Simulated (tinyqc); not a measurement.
# Gate work function from the charge

Inverse problem. For an undoped double gate, Q = 8 eps0 eps_r Vt beta tan(beta)/ts with 0 < beta < pi/2, and at the source (Vg - dphi)/(2 Vt) - ln[(2/ts) sqrt(2 eps0 eps_r Vt/(q ni))] = ln(beta) - ln(cos beta) + 2 r beta tan(beta), r = eps_r tox/(eox ts). Find beta and dphi.

Values chosen for this exercise; material values close to those of silicon: temperature T = 400 K; relative permittivity of the semiconductor eps_r = 11.6; relative permittivity of the gate insulator eox = 24.3; insulator thickness tox = 13 nm; body thickness ts = 8 nm; gate voltage Vg = 0.33 V.

Constants: q = 1.602176634e-19 C, kB = 1.380649e-23 J/K, Vt = kB T/q, eps0 = 8.8541878128e-14 F/cm where lengths are in cm. Results are converted to the units shown.

Qs = 31.812779 nC/cm^2
ni = 4.2429190e12 cm^-3

Solution. beta tan(beta) rises from 0 without bound on the interval, so the charge fixes beta; the second relation is then explicit in dphi.

beta = 0.295
dphi = -0.0600 V

Program tinyqc, `OMP_NUM_THREADS=1 python tinyqc.py 2440043 2440044 out.jsonl`; Intel Xeon 2.30GHz, shared host, one thread, about 0.01 s.
